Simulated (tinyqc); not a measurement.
# Octagonal on-chip spiral inductor, lumped pi model: effects of single changes

Outer diameter do = di + 2 n wd + 2 (n - 1) sp, mean da = (do + di)/2, fill p = (do - di)/(do + di), length l = 3.314 n da. L = 2.25 mu0 n^2 da/(1 + 3.55 p), mu0 = 4 pi 1e-7 H/m. Rs = rho l/(wd delta (1 - exp(-th/delta))), delta = sqrt(rho/(pi f mu0)). Cs = n wd^2 eps0 eo/hu across the coil. At each end Cox = l wd eps0 eo/(2 ho) leads to the substrate branch Rsi = 2 rs he/(l wd) in parallel with Csi = l wd eps0 11.7/(2 he). With one end grounded Y = 1/(Rs + i w L) + i w Cs + 1/[1/(i w Cox) + 1/(1/Rsi + i w Csi)], w = 2 pi f; Q = -Im Y/Re Y. Eddy currents in neighbouring turns and in the substrate are left out.

Inputs (values chosen for the exercise); values of the order met in silicon radio-frequency processes:

| symbol | value | unit | meaning |
|---|---|---|---|
| n | 4.5 |  | number of turns |
| wd | 6 | um | line width |
| sp | 1.5 | um | space between turns |
| di | 60 | um | inner diameter |
| th | 0.9 | um | metal thickness |
| rho | 2.2 | uohm cm | metal resistivity |
| ho | 3.5 | um | oxide below the coil |
| hu | 1 | um | oxide between coil and underpass |
| eo | 4.1 |  | relative permittivity of the oxide |
| rs | 1000 | ohm cm | substrate resistivity |
| he | 80 | um | effective spreading depth in the substrate |
| f | 2.4 | GHz | frequency |

Constants: eps0 = 8.8541878128e-12 F/m. Results are converted to the units shown.

Each table varies one quantity; the others keep the values above.

## Quality factor against frequency

Apparent inductance Im(1/Y)/w; share of the loss Re(substrate branch)/Re Y.

Results:
```
f (GHz)  Rs (ohm)  w L/Rs      Q  apparent inductance (nH)  loss in the substrate (%)
0.53        6.419   1.223  1.222                     2.357                   0.006523
0.87        6.660   1.934  1.932                     2.358                    0.01287
1.4         6.964   2.977  2.970                     2.361                    0.02799
2.3         7.380   4.615  4.586                     2.369                    0.06705
3.8         7.943   7.084  6.970                     2.390                     0.1655
6.2         8.680   10.58  10.13                     2.449                     0.3979
10          9.646   15.35  13.70                     2.614                     0.9222
27          12.88   31.04  8.216                     8.360                      4.822
```

Estimate the missing row, f = 17 GHz.

Computed row:
```
f (GHz)  Rs (ohm)  w L/Rs      Q  apparent inductance (nH)  loss in the substrate (%)
17          11.12   22.64  15.79                     3.296                      2.275
```

With this row back in the table: Q goes from 1.22 through a maximum of 15.8 (at f = 17 GHz among the rows listed) to 8.22; the exact peak is 15.9 at 16.0 GHz and Q reaches zero at the self-resonance, 31.8 GHz. The share of the substrate rises from 0.00652 to 4.82 %, and the apparent inductance ends at 3.55 times L. At the peak the substrate takes 2.05 % of the loss. For f = 17, 27 the coil is longer than 0.15 of a wavelength in the oxide, where one lumped section is rough.

## Effect of the oxide below the coil

Same model as above.

Peak Q and its frequency from a search over f; self-resonance where Im Y = 0; Q at the given f (negative beyond resonance).

The same in every row: L (nH) = 2.357; do (um) = 124.5.

Effect of the oxide below the coil:
```
ho (um)  peak Q  f of the peak (GHz)  self-resonance (GHz)  Q at f
1         15.59                15.66                 31.19   4.755
2         15.70                15.79                 31.43   4.756
3         15.80                15.92                 31.67   4.756
5         15.99                16.16                 32.11   4.757
7         16.16                16.38                 32.52   4.759
10        16.39                16.67                 33.07   4.760
15        16.72                17.10                 33.87   4.762
```

Read the table: what changes, and by how much?

As ho goes from 1 to 15, L stays at 2.36 nH, the peak Q rises from 15.6 to 16.7, its frequency rises from 15.7 to 17.1 GHz and the self-resonance rises from 31.2 to 33.9 GHz.

Computed by the program tinyqc: `OMP_NUM_THREADS=1 python tinyqc.py 2302149 2302150 out.jsonl`, one thread of a shared Intel Xeon 2.30GHz, about 0.01 s for the whole run.
